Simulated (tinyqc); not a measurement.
From results back to parameters: band offset of a heterojunction with an interface dipole (two-band chains, self-consistent charge). Three cases, with inputs chosen for the exercise.

Problem. D0 is the offset of the mid-gaps without dipole, chi the charge moved per eV of offset and u the potential step per electron moved. In linear response the valence offset is S D0 - (G2 - G1)/2 with S = 1/(1 + u chi/2). Two interfaces between the same crystals differ in D0 by a known amount, as from a layer of fixed dipoles; their offsets come from hidden S and D0.

Case 1.

Values chosen (out of a larger set: gaps near those of GaN and AlN; the chains and D0 are free models, so the offsets are not those of the real pair; not measured data): G1 = 3.34 eV (gap on the left); G2 = 5.81 eV (gap on the right).

chi = 0.10134 1/eV

valence offsets (eV): first -1.66404, second -0.75060

D0(second) - D0(first) = 1.32 eV

Case 2.

Values chosen (out of a larger set: gaps near those of Si and SiO2; the chains and D0 are free models, so the offsets are not those of the real pair; not measured data): G1 = 1.13 eV (gap on the left); G2 = 9.4 eV (gap on the right).

chi = 0.06987 1/eV

valence offsets (eV): first -4.23064, second -3.88793

D0(second) - D0(first) = 0.43 eV

Case 3.

Values chosen (out of a larger set: gaps near those of InGaAs and InP; the chains and D0 are free models, so the offsets are not those of the real pair; not measured data): G1 = 0.73 eV (gap on the left); G2 = 1.36 eV (gap on the right).

chi = 0.51582 1/eV

valence offsets (eV): first -0.65548, second -0.09612

D0(second) - D0(first) = 0.92 eV

Find: S; D0 of the first; u.

Solution. S is the change of the offset over the change of D0; then D0 = (offset + (G2 - G1)/2)/S and u = 2 (1/S - 1)/chi.

Case 1.

S = 0.692
D0 of the first = -0.62 eV
u = 8.8 eV

Case 2.

S = 0.797
D0 of the first = -0.12 eV
u = 7.3 eV

Case 3.

S = 0.608
D0 of the first = -0.56 eV
u = 2.5 eV

Computed by tinyqc, one run a case: `OMP_NUM_THREADS=1 python tinyqc.py N N+1 out.jsonl` with N = 1481275, 1481385, 1481474; one thread of a shared Intel(R) Xeon(R) Processor @ 2.30GHz, about 0.5 s a run at most.
